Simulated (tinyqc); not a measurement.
The product rho l across metals: free and nearly free electrons in a metal.

Constants: hbar^2/2m0 = 3.80998211 eV angstrom^2; hbar = 6.58211957e-16 eV s.

Free electrons with m = 1; fcc cells hold 4 atoms and bcc cells 2; n = atoms z/a^3, kF = (3 pi^2 n)^(1/3), rho l = hbar kF/(n e^2), e = 1.602176634e-19 C. Inputs are chosen for the exercise.

Results:
```
case     lattice  a (angstrom)  z  rho (micro-ohm cm)  kF (1/angstrom)  EF (eV)  l (nm)  rho l (1e-16 ohm m^2)
near Li      bcc         3.523  1                9.78            1.106     4.66    10.2                   9.94
near Na      bcc         4.262  1                4.91            0.915     3.19    29.6                  14.54
near Ag      fcc         4.075  1                1.67            1.205     5.53    50.2                   8.38
near Cu      fcc         3.625  1                1.79            1.355     6.99    37.0                   6.63
near Au      fcc         4.097  1                2.23            1.199     5.47    38.0                   8.47
near K       bcc         5.272  1                6.46            0.739     2.08    34.4                  22.25
```

rho l falls as n^(-2/3): it is lowest for the case near Cu and highest for near K. The lowest bulk rho belongs to near Ag; in very narrow wires, where rho l rules, the order changes. Real Fermi surfaces depart from spheres, most for the polyvalent and noble metals.

Computed by tinyqc, a small Python program: `OMP_NUM_THREADS=1 python tinyqc.py 1680007 1680008 out.jsonl` (the numbers bound the seed that draws the inputs); one thread of a shared host (Intel(R) Xeon(R) Processor @ 2.30GHz), about 0.01 s for the whole set of steps.
